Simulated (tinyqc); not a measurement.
# Capacitance measurement on a leaky thin oxide: effects of series resistance and leakage: two studies

The device is a capacitance C in parallel with a leakage conductance G, in series with Rs and Ls. An impedance meter reports either a parallel pair (Cp, Gp) from Y = 1/Z = Gp + i w Cp or a series pair (Cs, Rm) from Z = Rm + 1/(i w Cs); w = 2 pi f, dissipation D = Gp/(w |Cp|).

Parameters, values chosen for the exercise; values of the order met in thin-oxide MOS capacitors:
- eox = 9.24 (relative permittivity of the gate insulator (close to aluminium oxide))
- tox = 2.8 nm (insulator thickness)
- A = 400 um^2 (gate area)
- zc = 0.54 nm (oxide-equivalent thickness added by the accumulation layer)
- zp = 0.24 nm (oxide-equivalent thickness added by gate depletion)
- Jg = 1.7 A/cm^2 (gate leakage current density, not matched to the thickness)
- Vs = 0.37 V (voltage for an e-fold rise of the leakage)
- Rs = 310 ohm (series resistance)
- Ls = 0 nH (series inductance)
- f = 1e6 Hz (measuring frequency)

Constants: eps0 = 8.8541878128e-14 F/cm where lengths are in cm. Results are converted to the units shown.

Each table varies one quantity; the others keep the values above.

## Readings against frequency

EOT = 3.9 tox/eox; CET = EOT + zc + zp; C = 3.9 eps0 A/CET; G = Jg A/Vs. Z = Rs + i w Ls + 1/(G + i w C); CET read from Cp = 3.9 eps0 A/Cp; errors under 0.001 % are printed as 0.

The same in every row: C (pF) = 7.041.

Readings against frequency:
```
f (Hz)  Cp (pF)  Cs (pF)       D  error of Cp (%)  error of Cs (%)  CET read from Cp (nm)
1000      6.961  1.215e6   417.8            -1.13           1.73e7                  1.984
3000      6.961  1.350e5   139.3            -1.13           1.92e6                  1.984
10000     6.961  1.216e4   41.78            -1.13           1.73e5                  1.984
30000     6.961     1357   13.93            -1.13           1.92e4                  1.984
1e5       6.961    128.6   4.179            -1.13             1730                  1.984
3e5       6.961    20.54   1.397            -1.13              192                  1.984
1e6       6.960    8.256  0.4315            -1.15             17.3                  1.985
3e6       6.950    7.176  0.1804            -1.29             1.92                  1.988
1e7       6.834    7.053  0.1789            -2.93            0.173                  2.021
3e7       5.963    7.042  0.4253            -15.3           0.0192                  2.316
```

What does the table show?

D goes from 418 through a minimum of 0.179 (at f = 1e7 Hz among the rows listed) to 0.425; without inductance its minimum lies at f = sqrt(G (1 + G Rs)/Rs)/(2 pi C) = 5.52e6 Hz. The error of Cp goes from -1.13 to -15.3 % and that of Cs from 1.73e7 to 0.0192 %; at low frequency Cp tends to C/(1 + G Rs)^2 and Cs grows as 1 + (G/(w C))^2. One of the two readings is within 2 % of C for f = 1000, 3000, 10000, 30000, 1e5, 3e5, 1e6, 3e6, 1e7, 3e7 Hz. For f = 1000, 3000, 10000, 30000, 1e5, 3e5 D exceeds 1, where the accuracy of real meters degrades in proportion to sqrt(1 + D^2).

## Effect of the series resistance

Same model as above.

The same in every row: C (pF) = 7.0407; Cs (pF) = 8.2559.

Effect of the series resistance:
```
Rs (ohm)  Cp (pF)        D  error of Cp (%)  error of Cs (%)  CET read from Cp (nm)
1          7.0404  0.41550         -3.68e-3             17.3                 1.9619
3          7.0399  0.41560          -0.0110             17.3                 1.9620
10         7.0381  0.41596          -0.0368             17.3                 1.9625
30         7.0329  0.41700           -0.110             17.3                 1.9640
100        7.0147  0.42063           -0.368             17.3                 1.9691
300        6.9625  0.43101            -1.11             17.3                 1.9839
1000       6.7761  0.46732            -3.76             17.3                 2.0384
3000       6.2256  0.57106            -11.6             17.3                 2.2187
```

As Rs goes from 1 to 3000, the error of Cp goes from -0.00368 to -11.6 %, that of Cs from 17.3 to 17.3 %, and D rises from 0.415 to 0.571. The CET read from Cp goes from 1.96 to 2.22 nm against the true 1.96 nm. Rs does not enter the imaginary part of Z, so Cs does not depend on it.

Program tinyqc, `OMP_NUM_THREADS=1 python tinyqc.py 2022036 2022037 out.jsonl`; Intel Xeon 2.30GHz, shared host, one thread, about 0.01 s.
